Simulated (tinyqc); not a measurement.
Inside a calculation: delta-doped layer in the Thomas-Fermi potential. Values are carried at full precision from step to step, so a last printed digit may differ when a step is redone from the rounded ones.

All donors ionised in the plane z = 0, zero temperature, energies from the Fermi level EF of the Thomas-Fermi model, which lies at the bulk band edge; c = hbar^2/2m0, q = e^2/(4 pi eps0). Layer in a (001) plane: two valleys with m_z = ml, m_d = mt (unprimed) and four with m_z = mt, m_d = sqrt(ml mt) (primed); m3 = (ml mt^2)^(1/3), gv = 6. With n = (gv/3 pi^2)(m3 (-V)/c)^(3/2) and V'' = -(4 pi q/eps) n for z > 0, the solution is V = -b/(|z| + z0)^4 with sqrt(b) = 20/K, K = (4 pi q/eps)(gv/3 pi^2)(m3/c)^(3/2), and z0^5 = 4b/(e F0), e F0 = 2 pi q N/eps; 1e13/cm^2 = 1e-3/angstrom^2. Exchange and correlation are left out.

Constants: hbar^2/2m0 = 3.80998211 eV angstrom^2; e^2/(4 pi eps0) = 14.39964547 eV angstrom.

Parameters, chosen for this exercise (near those of a delta-doped layer in Si; the results hold for these values, not for the real material): ml = 0.897 m0 (longitudinal mass); mt = 0.188 m0 (transverse mass); eps = 11.6 (dielectric constant); N = 1.2 x 1e13/cm^2 (donor sheet density).

## The Thomas-Fermi well

Give K, b, e F0, z0 and the depth b/z0^4.

K = 0.075684 eV^(-1/2) angstrom^-2
b = 69832 eV angstrom^4
e F0 = 0.0093595 eV/angstrom
z0 = 31.26 angstrom
depth = 0.0731 eV

Half of the electrons lie within |z| < (2^(1/5) - 1) z0 = 4.6 angstrom. The mean donor spacing in the plane is 28.9 angstrom, against a Bohr radius 0.529177 eps/m3 = 19.4 angstrom: the spacing is not small against it, so the smeared sheet is a crude model.

## Profile

V = -b/(|z| + z0)^4, n and the share of electrons beyond |z|, (z0/(|z| + z0))^5, at z = 0, 0.1, 0.25, 0.5, 1 and 2 times z0; n = (eps/(4 pi q)) 20 b/(|z| + z0)^6, q = e^2/(4 pi eps0), 1/angstrom^3 = 1e24/cm^3.

Profile:

| z (angstrom) | V (eV) | n (1e19/cm^3) | share beyond |
|---|---|---|---|
| 0.0 | -0.0731 | 9.60 | 1.000 |
| 3.1 | -0.0500 | 5.42 | 0.621 |
| 7.8 | -0.0300 | 2.52 | 0.328 |
| 15.6 | -0.0144 | 0.843 | 0.132 |
| 31.3 | -0.0046 | 0.150 | 0.031 |
| 62.5 | -0.0009 | 0.0132 | 0.004 |

## Subbands

Subbands solve -(c/m_z) psi'' + V psi = E psi on 1280 points of spacing z0/80; up to ten levels for each group, kept if bound with an rms width below 2.5 z0.

List the bound levels with their rms width.

Subbands:

| label | valleys g | m_d (m0) | E (eV) | rms z (angstrom) |
|---|---|---|---|---|
| 0 | 2 | 0.1880 | -0.0261 | 11.7 |
| 0' | 4 | 0.4107 | -0.0130 | 30.6 |
| 1 | 2 | 0.1880 | -0.0007 | 70.2 |

The lowest level lies 64 % of the way up the well, and 0' follows 13 meV higher.

## Filling the subbands

At zero temperature n_i = g m_d (mu - E_i)/(2 pi c) for E_i < mu, c = hbar^2/2m0; find mu from sum n_i = N (1e13/cm^2 = 1e-3/angstrom^2).

mu = -0.0012 eV

n_i in the order of the list (1e13/cm^2): 0.391  0.809  0.000

2 subbands filled in part, the lowest with 33 % of the electrons. The potential was built for a Fermi level at 0; filling its quantised levels puts mu 1.6 % of the depth below that; with so few subbands the Thomas-Fermi picture is crude, and a close match would be chance. The fullest is 0', with 67 %.

## Estimate from a V-shaped well

Near z = 0 the well is -depth + e F0 |z|, whose levels are a (c (e F0)^2/m_z)^(1/3) with a = 1.018793 (even) and 2.338107 (odd); c = hbar^2/2m0, m_z = ml, for the unprimed levels.

levels 0 and 1 (eV): 0.0001  0.0950

Level 0 comes out 26 meV too high, since screening flattens the true well away from the plane, and both levels land above the rim at 0.

## Checks

- Integral of the Thomas-Fermi density against N, 1e13/cm^2: both 1.200.
- Lowest level on a finer grid (z0/200), eV: both -0.026.

Program tinyqc; command `OMP_NUM_THREADS=1 python tinyqc.py 1250614 1250615 out.jsonl`; about 0.1 s on one thread of a shared Intel(R) Xeon(R) Processor @ 2.30GHz.
